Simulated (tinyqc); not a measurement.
# Junctionless gate-all-around wire, depletion approximation: what changes with what

A uniformly doped n-type wire of radius R under a surrounding gate; long channel. Below flat band a shell from radius rc to R is fully depleted and the neutral core, at channel potential V (0 at the source, Vd at the drain), carries the current with constant mobility; s = (rc/R)^2 is the share of the cross-section that conducts. The edge of the depleted shell is taken as abrupt, so there is no subthreshold current.

Values chosen for this exercise; material values close to those of gallium nitride: relative permittivity of the semiconductor eps_r = 9.49; relative permittivity of the gate insulator eox = 3.9; insulator thickness tox = 2.1 nm; wire radius R = 10 nm; donor density Nd = 9.4e18 cm^-3; flat-band voltage Vfb = 1.17 V; effective mobility in the wire mu = 31 cm^2/(V s); gate length L = 0.05 um; gate voltage Vg = 0.92 V; drain voltage Vd = 0.5 V.

Constants: q = 1.602176634e-19 C, eps0 = 8.8541878128e-14 F/cm where lengths are in cm. Results are converted to the units shown.

Each table varies one quantity; the others keep the values above.

## Output curve

Cox = eps0 eox/(R ln(1 + tox/R)); A = q Nd R^2/(4 eps0 eps_r); B = q Nd R/(2 Cox); VT = Vfb - A - B. s solves Vfb - Vg + V = A (1 - s + s ln s) + B (1 - s), and s = 0 where the left side exceeds A + B. I = (q mu Nd pi R^2/L)[g(s0) - g(sL)], g = A (s^2/4 - (s^2/2) ln s) + B s^2/2, with s0 at V = 0 and sL at V = Vd.

Results:
```
Vd (V)        sL  I (uA)  I/Vd (uS)
0.102     0.4025   1.400      13.73
0.202     0.2904   2.412      11.94
0.301     0.1963   3.115      10.35
0.401     0.1164   3.570      8.904
0.501    0.05141   3.813      7.610
0.601   0.003801   3.889      6.470
0.8            0   3.889      4.861
```

Estimate the missing row, Vd = 0.7 V.

Computed row:
```
Vd (V)  sL  I (uA)  I/Vd (uS)
0.7      0   3.889      5.556
```

With this row back in the table: The current rises from 1.40 to 3.89 uA; the conducting share at the drain falls from 0.402 to 0. The core closes at Vd = Vg - VT = 0.614 V, and the current is constant beyond.

## Transfer curve

Same model as above.

Results:
```
Vg (V)       s0  rc at the source (nm)       sL   I (uA)
0.38    0.03036                  1.743        0  0.02983
0.48    0.08928                  2.988        0   0.2014
0.67     0.2428                  4.928        0    1.102
0.76     0.3353                  5.790        0    1.862
0.86     0.4553                  6.747  0.02067    3.002
0.96     0.5972                  7.728  0.07623    4.402
1.05     0.7486                  8.652   0.1396    5.890
1.15     0.9531                  9.763   0.2241    7.845
```

Estimate the missing row, Vg = 0.57 V.

Computed row:
```
Vg (V)      s0  rc at the source (nm)  sL  I (uA)
0.57    0.1553                  3.941   0  0.5216
```

With this row back in the table: Between VT = 0.306 V and flat band, the core radius rises from 1.74 to 9.76 nm and the current rises from 0.0298 to 7.85 uA. The drain end is pinched off in 5 of the 9 rows. ds0/dVg is 0.589 1/V between the first two rows and 2.04 1/V between the last two: the gate acts more strongly when the depleted shell between it and the core is thin. At Vg = 0.38 V the core at the source is under two Debye lengths (at 300 K) in radius, so the abrupt edge fails.

Program tinyqc, `OMP_NUM_THREADS=1 python tinyqc.py 2460078 2460079 out.jsonl`; Intel Xeon 2.30GHz, shared host, one thread, about 0.01 s.
